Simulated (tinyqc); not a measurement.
# p-n diode, drift-diffusion by the Gummel loop with Scharfetter-Gummel fluxes: what changes with what

Abrupt junction at x = 0, p side from -Lp, n side to Ln, ohmic contacts. psi is counted from the intrinsic level; n = ni exp((psi - phin)/Vt), p = ni exp((phip - psi)/Vt). Contacts: p side psi = V - Vt ln(Na/ni), p = Na, n = ni^2/Na; n side psi = Vt ln(Nd/ni), n = Nd, p = ni^2/Nd. Constant mobilities, D = mu Vt, Boltzmann statistics, SRH recombination through a mid-gap level, U = (n p - ni^2)/(tp (n + ni) + tn (p + ni)). Current is positive from the p contact to the n contact.

Inputs (values chosen for the exercise); band and dielectric values close to those of silicon: temperature T = 300 K; band gap Eg = 1.11 eV; relative permittivity eps_r = 11.7; conduction-band density of states at T Nc = 2.78e19 cm^-3; valence-band density of states at T Nv = 2.67e19 cm^-3; acceptor density of the p side Na = 3.5e17 cm^-3; donor density of the n side Nd = 8.8e15 cm^-3; electron mobility mun = 780 cm^2/(V s); hole mobility mup = 380 cm^2/(V s); SRH lifetime of electrons tn = 1e-8 s; SRH lifetime of holes tp = 4e-10 s; length of the p side Lp = 4.2 um; length of the n side Ln = 1.2 um; uniform generation rate G = 0 cm^-3 s^-1.

Constants: q = 1.602176634e-19 C, kB = 1.380649e-23 J/K, Vt = kB T/q, eps0 = 8.8541878128e-14 F/cm where lengths are in cm. Results are converted to the units shown.

Each table varies one quantity; the others keep the values above.

## Current against voltage in the dark

ni = sqrt(Nc Nv) exp(-Eg/(2 Vt)), Eg in volts. Poisson and both continuity equations are solved self-consistently with Scharfetter-Gummel fluxes on a graded mesh of 500 nodes. J_scr is q times the integral of U between -xp and xn. Ideal diffusion current J_id = q ni^2 [Dn coth(wp/Le)/(Le Na) + Dp coth(wn/Lh)/(Lh Nd)] (exp(V/Vt) - 1), Le = sqrt(Dn tn), Lh = sqrt(Dp tp), wp = Lp - xp, wn = Ln - xn, with xp and xn from the depletion approximation (W = sqrt(2 eps0 eps_r (Vbi - V)(1/Na + 1/Nd)/q), xp = W Nd/(Na + Nd), xn = W Na/(Na + Nd), Vbi = Vt ln(Na Nd/ni^2)). Ideality factor = 0.004 V/(Vt ln[J(V + 0.004 V)/J(V)]). Here G = 0.

In this table G = 0 cm^-3 s^-1.

Current against voltage in the dark:

| V (V) | J (A/cm^2) | ideality factor | J_scr/J (%) | J_id (A/cm^2) | share recombining at the contacts (%) | larger minority/doping at -xp and xn |
|---|---|---|---|---|---|---|
| 0.16 | 3.80e-5 | 1.75 | 99.3 | 2.62e-7 | 0.300 | 1.54e-9 |
| 0.22 | 1.41e-4 | 1.78 | 98.1 | 2.66e-6 | 0.804 | 1.55e-8 |
| 0.29 | 6.60e-4 | 1.71 | 94.1 | 3.97e-5 | 2.49 | 2.29e-7 |
| 0.35 | 0.00269 | 1.57 | 85.4 | 4.02e-4 | 6.03 | 2.30e-6 |
| 0.41 | 0.0128 | 1.39 | 69.0 | 0.00407 | 12.5 | 2.30e-5 |
| 0.48 | 0.103 | 1.21 | 43.2 | 0.0607 | 22.2 | 3.33e-4 |
| 0.54 | 0.751 | 1.14 | 22.9 | 0.615 | 30.0 | 0.00323 |
| 0.61 | 7.66 | 1.23 | 7.27 | 9.16 | 44.6 | 0.0422 |
| 0.67 | 47.6 | 1.32 | 2.23 | 92.7 | 72.9 | 0.296 |

Read the table: what changes, and by how much?

J rises from 3.80e-5 to 47.6 A/cm^2; the ideality factor moves up and down between 1.14 and 1.78. Recombination in the depleted layer carries over half of the current up to V = 0.41 V, where the factor is 1.39; it grows roughly as exp(V/2 Vt), so diffusion overtakes it. Where the factor is lowest (V = 0.54 V), J is 22 % above the ideal diffusion current. From V = 0.67 V on the minority density at an edge of the layer exceeds a tenth of the doping, and in the last row J is 49 % below the ideal value.

## Effect of the length of the n side at fixed bias

Same model as above.

In this table V = 0.37 V.

Effect of the length of the n side at fixed bias:

| Ln (um) | J (A/cm^2) | ideality factor | J_scr/J (%) | J_id (A/cm^2) | share recombining at the contacts (%) | larger minority/doping at -xp and xn |
|---|---|---|---|---|---|---|
| 1.2 | 0.00444 | 1.51 | 80.8 | 8.70e-4 | 7.84 | 4.96e-6 |
| 2 | 0.00437 | 1.53 | 82.0 | 7.98e-4 | 2.22 | 4.98e-6 |
| 3.3 | 0.00437 | 1.53 | 82.1 | 7.92e-4 | 0.384 | 4.98e-6 |
| 5.4 | 0.00437 | 1.53 | 82.1 | 7.92e-4 | 0.129 | 4.98e-6 |
| 8.8 | 0.00437 | 1.53 | 82.1 | 7.92e-4 | 0.120 | 4.98e-6 |
| 15 | 0.00437 | 1.53 | 82.1 | 7.92e-4 | 0.120 | 4.98e-6 |
| 24 | 0.00437 | 1.53 | 82.1 | 7.92e-4 | 0.120 | 4.98e-6 |

What does the comparison show?

As Ln rises from 1.2 to 24, J falls from 0.00444 to 0.00437 A/cm^2, the share of the depleted layer rises from 80.8 to 82.1 % and the share lost at the contacts falls from 7.84 to 0.120 %. The exponent d ln J/d ln Ln is -0.03 between the first two rows and 0.00 between the last two. J less J_scr is 1.5 % below J_id in the last row.

Program tinyqc, `OMP_NUM_THREADS=1 python tinyqc.py 2240106 2240107 out.jsonl`; Intel Xeon 2.30GHz, shared host, one thread, about 0.2 s.
